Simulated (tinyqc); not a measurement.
Single-oscillator infrared dielectric function of a polar cubic crystal: one step, computed by the program tinyqc.

One ion pair, charges +Z* and -Z*, in a cell of volume Omega = a^3/4. Frequencies omega are given as wavenumbers (1/cm); eps_s is the static dielectric constant.

Question. Surface and particle modes. Without damping, eps(omega) = -x eps_m gives omega^2 = omega_TO^2 (eps_s + x eps_m)/(eps_inf + x eps_m): x = 1 for a flat surface at large wave vector, x = 2 for the dipole mode of a small sphere. The reflectivity R for light from vacuum (not from the medium eps_m) vanishes where eps = 1, omega^2 = omega_TO^2 (eps_s - 1)/(eps_inf - 1).

Inputs (values chosen for the exercise, for a model crystal): omega_TO = 318 1/cm; eps_inf = 8.5; eps_m of the surrounding medium = 1.

Structure: rock salt. Free carriers: absent.

eps_s = 27.00127

Give: surface mode; sphere mode; zero of R.

Answer.

surface mode = 546.0 1/cm

sphere mode = 528.5 1/cm

zero of R = 592.1 1/cm
